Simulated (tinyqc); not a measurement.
Bandgap voltage reference from two bipolar transistors: one step of the calculation.

Two transistors of area 1 and N carry the same current I. Is(T) = Is (T/T0)^eta exp[(Vg0 q/kB)(1/T0 - 1/T)], VBE1 = Vt ln(I/Is(T)) + I rb, VBE2 = Vt ln(I/(N Is(T))) + I rb/N. The amplifier forces I R1(T) = VBE1 - VBE2 + Vos, with R(T) = R (1 + tc (T - T0)) for both resistors, and the output is Vref = VBE1 + I R2(T). Base currents and the Early effect are neglected.

Problem. Operating point at another temperature. Vt = kB T/q; I = (Vt ln N + Vos)/(R1(T) - rb (1 - 1/N)).

Inputs (values chosen for the exercise); values of the order met in silicon bipolar transistors:
```
symbol    value   unit                                                   meaning
T0          300      K                                     reference temperature
Vg0       1.141      V                      band-gap voltage extrapolated to 0 K
eta         4.2                   temperature exponent of the saturation current
Is      1.8e-16      A           saturation current of the unit transistor at T0
N            15                              area ratio of the second transistor
R1           15   kohm  resistor across which the difference of VBE falls, at T0
tc            0  ppm/K                 temperature coefficient of both resistors
Vos           0     mV                                   offset of the amplifier
rb           64    ohm                  series resistance of the unit transistor
R2        126.8   kohm                                     output resistor at T0
T           398      K                                               temperature
```

Constants: q = 1.602176634e-19 C, kB = 1.380649e-23 J/K. Results are converted to the units shown.

Give: Vt; I; Is(T); VBE1; I R2; Vref.

Solution.

Vt = 0.03430 V
I = 6.217 uA
Is(T) = 3.095e-11 A
VBE1 = 0.4192 V
I R2 = 0.7883 V
Vref = 1.207 V

From T0 to T, VBE1 changes by -201 mV and I R2 by 194 mV, which leaves -7.02 mV in Vref.

Computed by the program tinyqc: `OMP_NUM_THREADS=1 python tinyqc.py 2062127 2062128 out.jsonl`, one thread of a shared Intel Xeon 2.30GHz, about 0.03 s for the whole run.
